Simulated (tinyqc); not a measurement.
## Input admittance of a MOSFET at zero drain bias: distributed channel and distributed gate: input impedance against frequency

Source and drain grounded, strong inversion, w = 2 pi f, Cox = eps0 eox/tox. The channel is an RC line of resistance 1/(mu Cox Vo) per square fed from both ends, so one finger has the intrinsic admittance y = i w Cox L tanh(g)/g per width, g = (1/2) sqrt(i w tau), tau = L^2/(mu Vo). The vertical resistance rv/L is in series with y, the overlaps 2 i w Cov in parallel: y_t = 1/(1/y + rv/L) + 2 i w Cov. The gate strip is a line of Rsh/L per length loaded by y_t, so a finger has Y = y_t Wf tanh(k)/k, k = (Wf/sd) sqrt(y_t Rsh/L); the device has Nf Y.

Low-frequency limits, with c = Cox L and ct = c + 2 Cov: R_strip = Rsh Wf/(3 sd^2 L Nf), R_ch = (c/ct)^2 L/(12 mu Cox Vo Wf Nf), R_vert = (c/ct)^2 rv/(L Wf Nf), C = ct Wf Nf. Z = 1/(Nf Y) = R + 1/(i w C), Q = |Im Z|/R, far-point signal |1/cosh k|.

Values chosen for this exercise; values of the order met in silicon radio-frequency transistors: relative permittivity of the gate insulator (close to silicon dioxide) eox = 3.9; insulator thickness tox = 4.7 nm; channel length L = 1.8 um; finger width Wf = 6.6 um; number of fingers Nf = 8; channel mobility mu = 370 cm^2/(V s); gate overdrive Vo = 0.32 V; sheet resistance of the gate Rsh = 6.6 ohm/square; vertical resistivity of the gate stack rv = 11 ohm um^2; number of ends at which a finger is contacted sd = 1; overlap and fringe capacitance on each side Cov = 0.16 fF/um.

Constants: eps0 = 8.8541878128e-14 F/cm where lengths are in cm. Results are converted to the units shown.

The same in every row: low-frequency R (ohm) = 32.252.

Results:
```
f (GHz)	w tau	|k|	R (ohm)	C (fF)	Q	signal at the far point
0.03	0.051582	0.020194	32.252	715.16	230.01	1.0000
0.07	0.12036	0.030845	32.252	715.15	98.577	1.0000
0.5	0.85969	0.082293	32.241	714.36	13.820	0.99976
1	1.7194	0.11577	32.209	711.97	6.9404	0.99906
4	6.8775	0.21263	31.585	668.59	1.8842	0.98963
10	17.194	0.27068	28.684	519.48	1.0681	0.97570
30	51.582	0.34200	18.458	277.91	1.0342	0.96123
80	137.55	0.44624	10.763	170.80	1.0821	0.93760
```

Estimate the missing row, f = 0.2 GHz.

Computed row:
```
f (GHz)	w tau	|k|	R (ohm)	C (fF)	Q	signal at the far point
0.2	0.34388	0.052125	32.250	715.04	34.509	0.99996
```

With this row back in the table: R falls from 32.3 to 10.8 ohm and C falls from 715 to 171 fF. Q goes as f^(-1.00) between the first two rows and f^(0.05) between the last two, where w tau = 138 and |k| = 0.446. The low-frequency limits hold both R and C within 5 % up to f = 1 GHz among the rows.

Computed by the program tinyqc: `OMP_NUM_THREADS=1 python tinyqc.py 2262181 2262182 out.jsonl`, one thread of a shared Intel Xeon 2.30GHz, about 0.01 s for the whole run.
